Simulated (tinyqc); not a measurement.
sp3s* tight binding: one step. The Hamiltonian without spin-orbit coupling.

sp3s* tight binding, nearest neighbours only: anion (a) at 0, cation (c) at a/4 (1,1,1), orbitals s, px, py, pz, s* on each; k in units of 2 pi/a. With phases e_j = exp(i (pi/2) k.n_j) for n = (1,1,1), (1,-1,-1), (-1,1,-1), (-1,-1,1): g0 = (e1+e2+e3+e4)/4, g1 = (e1+e2-e3-e4)/4, g2 = (e1-e2+e3-e4)/4, g3 = (e1-e2-e3+e4)/4. The diagonal holds the levels Esa, Epa, Exa (s*) and Esc, Epc, Exc. Anion-cation block: <sa|sc> = Vss g0; <sa|xc> = Vsapc g1; <xa|sc> = -Vscpa g1; <xa|xc> = Vxx g0; <xa|yc> = <ya|xc> = Vxy g3, <xa|zc> = <za|xc> = Vxy g2, <ya|zc> = <za|yc> = Vxy g1; <s*a|xc> = Vxapc g1; <xa|s*c> = -Vpaxc g1; y and z take g2 and g3 in place of g1; s-s* and s*-s* vanish.

Inputs chosen for the exercise (near a published set for SiC, fitted to gaps, whose masses and valley positions are rough; spin-orbit coupling, where it is added without a refit, lifts the valence top and shrinks all gaps by about a third of the splitting; the results hold for these values, not for the real material):
- Esa = -8.336 eV (s level of the anion)
- Epa = 2.149 eV (p level of the anion)
- Esc = -4.905 eV (s level of the cation)
- Epc = 4.391 eV (p level of the cation)
- Exa = 9.61 eV (s* level of the anion)
- Exc = 9.441 eV (s* level of the cation)
- Vss = -12.487 eV (s-s)
- Vxx = 2.998 eV (px-px)
- Vxy = 5.989 eV (px-py)
- Vsapc = 9.389 eV (s anion, p cation)
- Vscpa = 9.119 eV (s cation, p anion)
- Vxapc = 8.718 eV (s* anion, p cation)
- Vpaxc = 4.39 eV (p anion, s* cation)

g0, g1, g2, g3: 0.2263105-0.0286994i  -0.0088291+0.7356336i  -0.0346916+0.1872203i  -0.6085691+0.0106725i

Problem. Fill in the 10 x 10 matrix.

Give: H(k).

Solution.

H(k) (eV):
```
                  sa               xa               ya               za              s*a               sc
sa           -8.3360                0                0                0                0  -2.8259+0.3584i
xa                 0           2.1490                0                0                0   0.0805-6.7082i
ya                 0                0           2.1490                0                0   0.3164-1.7073i
za                 0                0                0           2.1490                0   5.5495-0.0973i
s*a                0                0                0                0           9.6100                0
sc   -2.8259-0.3584i   0.0805+6.7082i   0.3164+1.7073i   5.5495+0.0973i                0          -4.9050
xc   -0.0829-6.9069i   0.6785+0.0860i  -3.6447-0.0639i  -0.2078-1.1213i  -0.0770-6.4133i                0
yc   -0.3257-1.7578i  -3.6447-0.0639i   0.6785+0.0860i  -0.0529-4.4057i  -0.3024-1.6322i                0
zc   -5.7139-0.1002i  -0.2078-1.1213i  -0.0529-4.4057i   0.6785+0.0860i  -5.3055-0.0930i                0
s*c                0   0.0388+3.2294i   0.1523+0.8219i   2.6716+0.0469i                0                0

                  xc               yc               zc             s*c
sa   -0.0829+6.9069i  -0.3257+1.7578i  -5.7139+0.1002i               0
xa    0.6785-0.0860i  -3.6447+0.0639i  -0.2078+1.1213i  0.0388-3.2294i
ya   -3.6447+0.0639i   0.6785-0.0860i  -0.0529+4.4057i  0.1523-0.8219i
za   -0.2078+1.1213i  -0.0529+4.4057i   0.6785-0.0860i  2.6716-0.0469i
s*a  -0.0770+6.4133i  -0.3024+1.6322i  -5.3055+0.0930i               0
sc                 0                0                0               0
xc            4.3910                0                0               0
yc                 0           4.3910                0               0
zc                 0                0           4.3910               0
s*c                0                0                0          9.4410
```

Run: tinyqc, `OMP_NUM_THREADS=1 python tinyqc.py 1480368 1480369 out.jsonl`; Intel(R) Xeon(R) Processor @ 2.30GHz, one thread, shared host; about 0.1 s of CPU time with all checks.
